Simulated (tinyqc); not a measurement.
# Off-state leakage of single and stacked transistors: subthreshold current against the height of the stack

n-channel devices of unit width. Subthreshold current I(Vg, Vs, Vd) = I0 (T/300 K)^0.5 exp[(Vg - Vs - VT(T) - gb (Vs - Vb) + dd (Vd - Vs))/(nf Vt)] (1 - exp(-(Vd - Vs)/Vt)), VT(T) = VT - cT (T - 300 K). Gate-edge tunnelling Ig (Vd/1 V) exp(ag (Vd - 1 V)), for a gate at 0 V, and band-to-band leakage Ab u exp(-Bb/u), u = Vd - Vb + 1 V, flow at a drain held at V; both are taken as independent of T. In a stack of off transistors (all gates at 0 V) the same subthreshold current passes through each.

All n gates at 0 V, bottom source at 0 V, top drain at V; node voltages follow from equal currents.

Values chosen for this exercise; values of the order met in bulk silicon logic transistors: temperature T = 300 K; supply voltage V = 0.7 V; threshold at 300 K, zero drain and body bias VT = 0.47 V; fall of the threshold with temperature cT = 0.6 mV/K; current at threshold at 300 K I0 = 0.57 uA/um; slope factor nf = 1.28; drain-induced lowering per volt dd = 0.16; rise of the threshold per volt of source-body bias gb = 0.13; body voltage Vb = -0.6 V.

Constants: q = 1.602176634e-19 C, kB = 1.380649e-23 J/K, Vt = kB T/q. Results are converted to the units shown.

Subthreshold current against the height of the stack:

| n | I (nA/um) | reduction factor | drain voltage of the bottom device (mV) | source voltage of the top device (mV) | voltage across the top device (V) |
|---|---|---|---|---|---|
| 1 | 0.001081 | 1.000 | 700.0 | 0 | 0.7000 |
| 2 | 5.091e-5 | 21.22 | 78.37 | 78.37 | 0.6216 |
| 3 | 2.348e-5 | 46.01 | 22.19 | 98.22 | 0.6018 |
| 4 | 1.514e-5 | 71.38 | 12.72 | 109.5 | 0.5905 |
| 5 | 1.114e-5 | 96.97 | 8.908 | 117.3 | 0.5827 |
| 6 | 8.808e-6 | 122.7 | 6.848 | 123.4 | 0.5766 |

The second transistor cuts the current by a factor of 21.2, the third by a further 2.17 and the sixth by 1.27. The top device keeps 82.4 % of the supply at n = 6, while the drain voltage of the bottom one falls to 0.265 Vt.

tinyqc, about 0.03 s, one thread, Intel Xeon 2.30GHz (shared host): `OMP_NUM_THREADS=1 python tinyqc.py 2242274 2242275 out.jsonl`
